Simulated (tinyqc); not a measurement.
# Convergence with the mesh in the empty well

In an empty well of width L and depth Vb, level k solves kw L/2 = (k - 1) pi/2 + arctan(sqrt((mw/mb)(Vb - E)/E)) with kw = sqrt(mw E/C), C = hbar^2/(2 m0). Mesh: N intervals across the well, hz = L/N, nodes at (i + 1/2) hz from an edge, mass (mw + mb)/2 on the interval that holds an interface, walls 3 L outside the edges; H_ii = C (1/m_(i-1/2) + 1/m_(i+1/2))/hz^2 + V_i, H_(i,i+1) = -C/(m_(i+1/2) hz^2). No field, no charge.

Values chosen for this exercise; material values close to those of strained Si in SiGe (two lower valleys): mass along z in the well mw = 0.939 m0; mass along z in the barriers mb = 0.944 m0; barrier height Vb = 0.205 eV; well width L = 2.4 nm.

Constants: q = 1.602176634e-19 C, hbar = 1.054571817e-34 J s, m0 = 9.1093837015e-31 kg, hbar^2/(2 m0) = 0.0380998212 eV nm^2. Results are converted to the units shown.

The same in every row: exact E1 (meV) = 36.319.

Result of one run:
```
N    E1 on the mesh (meV)  error (%)
128                36.315    -0.0125
```

What becomes of these results when the number of intervals N is changed from 128 to 4, all else the same?

Result of the changed run:
```
N  E1 on the mesh (meV)  error (%)
4                32.293      -11.1
```

The whole series:
```
N    E1 on the mesh (meV)  error (%)
4                  32.293      -11.1
8                  35.200      -3.08
16                 36.031     -0.793
32                 36.247     -0.200
64                 36.301    -0.0501
128                36.315    -0.0125
```

The error goes from -11 % to -0.013 %; between N = 32 and 64 it shrinks by a factor of 4.0, the 4 of a second-order scheme.

tinyqc, about 0.2 s, one thread, Intel Xeon 2.30GHz (shared host): `OMP_NUM_THREADS=1 python tinyqc.py 2140023 2140024 out.jsonl`
